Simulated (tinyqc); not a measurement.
## Junction parameters from two forward currents

Question. D(v) = J1 (exp(v/Vt) - 1) + J2 (exp(v/(2 Vt)) - 1). Find J1, J2 and the voltage 2 Vt ln(J2/J1) near which both parts are equal.

Parameters, values chosen for the exercise:
```
symbol  value  unit      meaning
T         330     K  temperature
```

Constants: q = 1.602176634e-19 C, kB = 1.380649e-23 J/K, Vt = kB T/q. Results are converted to the units shown.

junction voltages (V): 0.33  0.7
currents (uA/um): 1.0548749e-6  0.14756923

Answer. The current is linear in J1 and J2, so two points give two equations.

J1 = 3.00e-12 uA/um
J2 = 2.20e-9 uA/um
crossover = 0.375 V

Program tinyqc, `OMP_NUM_THREADS=1 python tinyqc.py 2182102 2182103 out.jsonl`; Intel Xeon 2.30GHz, shared host, one thread, about 0.2 s.
